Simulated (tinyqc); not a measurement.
p-n diode with diffusion and depletion-layer recombination: currents and ideality against junction voltage.

Abrupt junction in the depletion approximation, low injection, full ionisation, neutral widths fixed, ohmic contact on the p side. Vj is the junction voltage; where a series resistance Rs is given, V = Vj + J Rs is the terminal voltage.

ni = sqrt(Nc Nv) exp(-Eg/(2 Vt)), Eg in volts; D = mu Vt; Ln = sqrt(Dn tn), Lp = sqrt(Dp tp); J0n = q ni^2 Dn coth(wp/Ln)/(Ln Na); J0p = (q ni^2 Dp/(Lp Nd)) (s + tanh(wn/Lp))/(1 + s tanh(wn/Lp)), s = Sp Lp/Dp. J_diff = (J0n + J0p)(exp(Vj/Vt) - 1). Vbi = Vt ln(Na Nd/ni^2), W = sqrt(2 eps0 eps_r (Vbi - Vj)(1/Na + 1/Nd)/q), xp = W Nd/(Na + Nd), xn = W Na/(Na + Nd); u(x) = q Na (x + xp)^2/(2 eps0 eps_r) for x < 0 and Vbi - Vj - q Nd (xn - x)^2/(2 eps0 eps_r) for x > 0; p = Na exp(-u/Vt), n = Nd exp((u - Vbi + Vj)/Vt); U = ni^2 (exp(Vj/Vt) - 1)/(tp (n + ni exp(Et/Vt)) + tn (p + ni exp(-Et/Vt))); J_scr = q times the integral of U from -xp to xn. J = J_diff + J_scr. Ideality = (1/Vt) dVj/d ln J or (1/Vt) dV/d ln J; last column ni^2 exp(Vj/Vt)/N^2.

Values chosen for this exercise; band and dielectric values close to those of gallium nitride:

| symbol | value | unit | meaning |
|---|---|---|---|
| T | 293 | K | temperature |
| Eg | 3.4 | eV | band gap |
| eps_r | 9.62 |  | relative permittivity |
| Nc | 2.22e18 | cm^-3 | conduction-band density of states at T |
| Nv | 4.53e19 | cm^-3 | valence-band density of states at T |
| Na | 1.4e17 | cm^-3 | acceptor density |
| Nd | 4.2e16 | cm^-3 | donor density |
| mun | 390 | cm^2/(V s) | electron mobility in the p side |
| mup | 19 | cm^2/(V s) | hole mobility in the n side |
| tn | 2e-8 | s | electron lifetime |
| tp | 1e-7 | s | hole lifetime |
| wp | 13 | um | neutral width of the p side |
| wn | 6.4 | um | neutral width of the n side |
| Sp | 1e7 | cm/s | recombination velocity at the n contact |
| Rs | 0.00046 | ohm cm^2 | series resistance |
| Et | 0 | eV | trap level above the intrinsic level |

Constants: q = 1.602176634e-19 C, kB = 1.380649e-23 J/K, Vt = kB T/q, eps0 = 8.8541878128e-14 F/cm where lengths are in cm. Results are converted to the units shown.

Result of one run:
columns A: Vj (V); B: J_diff (A/cm^2); C: J_scr (A/cm^2); D: J (A/cm^2); E: V (V); F: ideality against Vj; G: ideality against V; H: minority/doping, lighter side
```
A            B         C         D      E      F      G         H
2.73  1.020e-5  4.276e-5  5.297e-5  2.730  1.608  1.608  1.704e-7
```

What becomes of these results when the junction voltage at which recombination is evaluated Vj is changed from 2.73 to 2.17 V, all else the same?

Result of the changed run:
columns A: Vj (V); B: J_diff (A/cm^2); C: J_scr (A/cm^2); D: J (A/cm^2); E: V (V); F: ideality against Vj; G: ideality against V; H: minority/doping, lighter side
```
A             B          C          D      E      F      G          H
2.17  2.379e-15  4.255e-10  4.255e-10  2.170  1.950  1.950  3.974e-17
```

The whole series:
columns A: Vj (V); B: J_diff (A/cm^2); C: J_scr (A/cm^2); D: J (A/cm^2); E: V (V); F: ideality against Vj; G: ideality against V; H: minority/doping, lighter side
```
A             B          C          D       E      F      G          H
0.79  4.361e-39  3.720e-22  3.720e-22  0.7900  1.979  1.979  7.284e-41
1.07  2.856e-34  1.014e-19  1.014e-19   1.070  1.976  1.976  4.770e-36
1.34  1.259e-29  2.281e-17  2.281e-17   1.340  1.973  1.973  2.102e-31
1.62  8.244e-25  6.346e-15  6.346e-15   1.620  1.968  1.968  1.377e-26
1.9   5.399e-20  1.796e-12  1.796e-12   1.900  1.961  1.961  9.017e-22
2.17  2.379e-15  4.255e-10  4.255e-10   2.170  1.950  1.950  3.974e-17
2.45  1.558e-10   1.288e-7   1.290e-7   2.450  1.928  1.928  2.602e-12
2.73   1.020e-5   4.276e-5   5.297e-5   2.730  1.608  1.608   1.704e-7
3        0.4497    0.01609     0.4658   3.000  1.014  1.023   0.007511
```

The ideality against Vj falls from 1.98 to 1.01. Diffusion overtakes recombination in the layer between Vj = 2.73 and 3 V. J_scr alone has an ideality of 1.98 between the first two rows and 1.80 between the last two.

Program tinyqc, `OMP_NUM_THREADS=1 python tinyqc.py 2260121 2260122 out.jsonl`; Intel Xeon 2.30GHz, shared host, one thread, about 0.01 s.
